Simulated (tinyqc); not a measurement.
Inside a calculation. Model: band-to-band tunnelling and avalanche in a reverse-biased abrupt junction. Computed by tinyqc, a small Python program that keeps every step. Command: `OMP_NUM_THREADS=1 python tinyqc.py 3011093 3011094 out.jsonl zener walk`. One thread of a shared host (Intel(R) Xeon(R) Processor @ 2.30GHz), about 0.01 s of CPU time with the checks. Intermediate numbers are printed to about 6 digits and carried at full precision; extremes and crossings named in words are read from the listed rows.

Direct Kane tunnelling in the local field (for indirect gaps the mass is an effective fit) and one ionisation coefficient for both carriers. N is the doping of the light side, or N_A N_D/(N_A + N_D) for the symmetric junction; the built-in voltage is taken as E_g/e.

Inputs (values chosen for the exercise, modelled on silicon): band gap at 300 K, E_g = 1.12 eV; gap narrowing with temperature, -dE_g/dT = 0.25 meV/K; reduced tunnelling mass m_r = 0.22 m_0; permittivity eps = 11.7; ionisation prefactor a = 1.1e+06 1/cm; ionisation field at 300 K, b = 1.58e+06 V/cm; relative rise of b with temperature = 7 1e-4/K; effective doping N = 1.4e+18 1/cm^3; reverse bias V_R = 1 V; current density that defines tunnel breakdown, J_0 = 10 A/cm^2; temperature T = 400 K.

Junction: one-sided.

Constants: eps_0 = 8.8541878128e-12 F/m; e = 1.602176634e-19 C; m_0 = 9.1093837015e-31 kg; hbar = 1.054571817e-34 J s.

## Junction at the given bias

E_g(T) = E_g - (T - 300 K)(-dE_g/dT); b(T) = b [1 + (rise)(T - 300 K)]; w = sqrt(2 eps eps_0 (V_R + E_g/e)/(e N)); F_m = 2 (V_R + E_g/e)/w; the field falls linearly from F_m to 0 across w.

E_g(T) = 1.095 eV

depletion width w = 43.9901 nm

peak field F_m = 0.952487 MV/cm

shortest tunnelling distance E_g/(e F_m) = 11.4962 nm

## Kane coefficients and peak generation rate

Kane: G(F) = A F^2 exp(-B/F), A = e^2 sqrt(m_r)/(18 pi hbar^2 sqrt(E_g)), B = pi sqrt(m_r) E_g^(3/2)/(2 e hbar), SI units; J = e int G dx x V_R/(V_R + E_g/e), the last factor making J vanish at zero bias; int G dx = (w/F_m) int_0^F_m G dF by 64 Gauss-Legendre points.

A = 4.36254e+20 1/(cm s V^2)

B = 30.5827 MV/cm

B/F_m = 32.1083

G(F_m) = 4.49790e+18 1/(cm^3 s)

Caution: V_R is below E_g/e, so the field drops by more than a quarter along the tunnelling path and the local Kane formula overestimates the current.

## Tunnel current and multiplication

Avalanche: I = (w/F_m) int_0^F_m a exp(-b/F) dF by 64 Gauss-Legendre points, M = 1/(1 - I), breakdown at I = 1.

tunnel current density = 4.20298e-08 A/cm^2

ionisation integral I = 0.244204

The estimate e G(F_m) w (F_m/B) V_R/(V_R + E_g/e), which keeps only the region near the peak, gives 4.71e-8 A/cm^2.

## Which breakdown comes first?

V_Z solves J = J_0 and V_A solves I = 1; the lower one is the breakdown voltage; temperature coefficients by a central difference of +/- 10 K.

tunnel breakdown V_Z = 7.25181 V

avalanche breakdown V_A = 4.35283 V

breakdown voltage = 4.35283 V

dV_Z/dT = -4.65543 mV/K

dV_A/dT = 4.63187 mV/K

Avalanche comes first, at 4.0 E_g/e. V_Z falls on heating because the gap shrinks, and V_A rises because carriers lose more energy to phonons. Caution: V_A is below about 5 E_g/e, where the local law understates it, since it ignores the distance a carrier needs to reach the ionisation energy.

## Against the doping

The formulas are those given above.

Breakdown:
```
N (1/cm^3)      V_Z (V)  V_A (V)  F_m at breakdown (MV/cm)       first
2.80e+16    2.85402e+02  29.6970                   0.51642   avalanche
7.00e+16    1.23121e+02  17.1752                   0.62896   avalanche
1.70e+17    5.43833e+01  10.5603                   0.78287   avalanche
4.20e+17    2.34053e+01   6.8163                   1.01380   avalanche
8.40e+17    1.20576e+01   5.1442                   1.27323   avalanche
1.40e+18    7.25181e+00   4.3528                   1.53596   avalanche
2.80e+18    3.44724e+00   3.7282                   1.98343  tunnelling
7.00e+18    1.01018e+00   3.5749                   2.13500  tunnelling
1.70e+19    9.39212e-02   4.2267                   2.50037  tunnelling
```

The mechanism changes between 1.40e18 and 2.80e18 per cm^3. Across the table V_Z + E_g/e scales as N^-0.86 and V_A as N^-0.30: tunnelling needs a nearly fixed field, while avalanche in a thinner layer needs a higher one. Rows with V_Z below E_g/e understate it, since the local Kane formula overestimates the current there. Rows with V_A below about 5 E_g/e understate it, since the local law ignores the distance a carrier needs to reach the ionisation energy; silicon and germanium junctions change over near 4 to 6 E_g/e.

Checks made by the program: field integral against adaptive quadrature in x (relative difference 3e-10).
